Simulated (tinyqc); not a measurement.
# Ballistic Schottky-barrier transistor with a two-dimensional channel, WKB contacts: two studies

Source Fermi level 0, drain Fermi level -Vd. Far from the contacts Ec = pn - psi, and the gate moves psi one to one; the band edges relax as exp(-x/lam) from pn at the source and pn - Vd at the drain; Ev = Ec - Eg. A carrier of energy w inside the channel band meets at a contact a barrier of height D (the contact edge beyond the channel edge): T = 1 for w >= D, else exp(-S), S = 4 lam sqrt(m/C) [sqrt(D - w) - sqrt(w) arctan sqrt((D - w)/w)], C = hbar^2/(2 m0). The two contacts combine as Ts Td/(Ts + Td - Ts Td).

Inputs (values chosen for the exercise); channel values close to those of a black phosphorus layer: temperature T = 300 K; band gap Eg = 0.413 eV; barrier for electrons at both contacts pn = 0.28 eV; electron mass mn = 0.15 m0; hole mass mp = 0.15 m0; valleys or subbands g = 1; screening length at the contacts lam = 3.3 nm; drain bias Vd = 0.1 V; band shift psi of the channel by the gate ps = -0.07 V.

Constants: q = 1.602176634e-19 C, kB = 1.380649e-23 J/K, hbar = 1.054571817e-34 J s, h = 6.62607015e-34 J s, m0 = 9.1093837015e-31 kg, Vt = kB T/q, hbar^2/(2 m0) = 0.0380998212 eV nm^2. Results are converted to the units shown.

Each table varies one quantity; the others keep the values above.

## Effect of the screening length

I/W = g (2 q^2/h) int T(w) [N(Es + w) - N(Ed + w)] dw with w the energy of motion along the channel, N(y) = (1/2 pi) sqrt(pi m kB T/C) Fm(-y/kB T), Fm(x) = (1/sqrt(pi)) int_0^infinity u^(-1/2)/(1 + exp(u - x)) du. Electrons: Ds = psi, Dd = psi - Vd, Es = Ec, Ed = Ec + Vd. Holes: Ds = -psi, Dd = Vd - psi, Es = -Ev, Ed = -Ev - Vd. The size of each current is taken; both flow from drain to source and add. The integrals are converged.

Effect of the screening length:

| lam (nm) | current of the holes (uA/um) | share over the barriers (%) | \|d psi/d log10\| of this current (mV/decade) |
|---|---|---|---|
| 0.5 | 163.3 | 0.6288 | 118.1 |
| 1.6 | 54.40 | 1.888 | 133.5 |
| 2.6 | 27.27 | 3.765 | 147.0 |
| 3.7 | 15.81 | 6.495 | 166.4 |
| 4.8 | 10.66 | 9.634 | 189.7 |
| 5.9 | 7.947 | 12.92 | 215.6 |
| 6.9 | 6.462 | 15.89 | 240.5 |
| 8 | 5.392 | 19.04 | 268.7 |

Read the table: what changes, and by how much?

The current falls from 163 to 5.39 uA/um, while the share over the barriers rises from 0.629 to 19.0 %: the thermionic part does not depend on lam, and a thinner barrier adds tunnelling. The swing rises from 118 to 269 mV/decade.

## Ambipolar transfer curve

Same model as above.

Swing = d(psi)/d(log10 I).

Ambipolar transfer curve:

| ps (V) | electrons (uA/um) | holes (uA/um) | I (uA/um) | swing (mV/decade) |
|---|---|---|---|---|
| -0.11 | 4.955e-5 | 32.36 | 32.36 | -185.7 |
| -0.06 | 3.428e-4 | 16.29 | 16.29 | -154.0 |
| -0.01 | 0.002371 | 7.407 | 7.409 | -141.3 |
| 0.04 | 0.007873 | 3.242 | 3.250 | -138.1 |
| 0.09 | 0.01846 | 1.320 | 1.338 | -110.7 |
| 0.14 | 0.04381 | 0.2189 | 0.2627 | -78.64 |
| 0.19 | 0.1072 | 0.03166 | 0.1388 | 442.9 |
| 0.24 | 0.2691 | 0.004577 | 0.2737 | 130.2 |
| 0.29 | 0.6851 | 6.616e-4 | 0.6858 | 124.4 |
| 0.33 | 1.414 | 1.408e-4 | 1.414 | 131.4 |
| 0.38 | 3.216 | 2.035e-5 | 3.216 | 151.2 |
| 0.43 | 6.461 | 2.942e-6 | 6.461 | 181.4 |

What does the comparison show?

I goes from 32.4 through a minimum of 0.139 (at ps = 0.19 V among the rows listed) to 6.46 uA/um; the exact minimum lies at psi = 0.182 V. Holes carry the left branch and electrons the right. The ratio of the last row to the smallest is 46.5 and of the first row 233, with barriers of 0.28 eV for electrons and 0.133 eV for holes. The steepest swing among the rows is 78.6 mV/decade, against the thermionic limit 59.5.

Range of the model: No scattering, image-force lowering, channel charge or band-to-band tunnelling; parabolic kappa overstates S deep in the gap.

Program tinyqc, `OMP_NUM_THREADS=1 python tinyqc.py 2390025 2390026 out.jsonl`; Intel Xeon 2.30GHz, shared host, one thread, about 0.3 s.
